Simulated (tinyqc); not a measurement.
# Transfer-length model of a contact: two studies

A metal contact of length d and width W on a thin layer of the same width. The metal has no resistance, the sheet resistance under it equals Rsh, and current enters the layer at the front edge x = 0.

Inputs (values chosen for the exercise): sheet resistance of the semiconductor layer Rsh = 520 ohm/sq; specific contact resistivity rc = 1.9e-7 ohm cm^2; contact length d = 0.46 um; contact width W = 16 um.

Each table varies one quantity; the others keep the values above.

## Effect of the sheet resistance

Transfer length Lt = sqrt(rc/Rsh); front resistance Rc = (Rsh Lt/W) coth(d/Lt); end resistance Re = (Rsh Lt/W)/sinh(d/Lt).

Effect of the sheet resistance:

| Rsh (ohm/sq) | Lt (um) | d/Lt | Rc W (ohm um) | Re W (ohm um) |
|---|---|---|---|---|
| 18 | 1.027 | 0.4477 | 44.03 | 39.96 |
| 41 | 0.6807 | 0.6757 | 47.41 | 38.32 |
| 94 | 0.4496 | 1.023 | 54.80 | 34.89 |
| 210 | 0.3008 | 1.529 | 69.39 | 28.72 |
| 480 | 0.1990 | 2.312 | 97.39 | 19.11 |
| 1100 | 0.1314 | 3.500 | 144.8 | 8.738 |
| 2500 | 0.08718 | 5.277 | 218.0 | 2.227 |
| 5700 | 0.05774 | 7.967 | 329.1 | 0.2281 |
| 13000 | 0.03823 | 12.03 | 497.0 | 0.005912 |

What does the table show?

Rc W rises from 44.0 to 497 ohm um while Re W falls from 40.0 to 0.00591 ohm um; for Rsh going to zero both tend to rc/d = 41.3 ohm um. A larger Rsh shortens Lt and crowds the current to the front edge.

## Effect of the contact resistivity

Same model as above.

Effect of the contact resistivity:

| rc (ohm cm^2) | Lt (um) | d/Lt | Rc W (ohm um) |
|---|---|---|---|
| 4.3e-9 | 0.028756 | 15.997 | 14.953 |
| 1.1e-8 | 0.045993 | 10.001 | 23.917 |
| 2.9e-8 | 0.074679 | 6.1597 | 38.833 |
| 7.6e-8 | 0.12089 | 3.8050 | 62.927 |
| 2e-7 | 0.19612 | 2.3455 | 103.87 |
| 5.1e-7 | 0.31317 | 1.4688 | 181.07 |
| 1.3e-6 | 0.50000 | 0.92000 | 358.18 |
| 3.5e-6 | 0.82041 | 0.56069 | 838.98 |
| 9.1e-6 | 1.3229 | 0.34773 | 2057.4 |

What does the comparison show?

Rc W rises from 15.0 to 2060 ohm um, as rc^(0.50) between the first two rows (d/Lt = 16) and rc^(0.94) between the last two (d/Lt = 0.35); a long contact gives the power 1/2 and a short one 1.

tinyqc, about 0.01 s, one thread, Intel Xeon 2.30GHz (shared host): `OMP_NUM_THREADS=1 python tinyqc.py 2760033 2760034 out.jsonl`
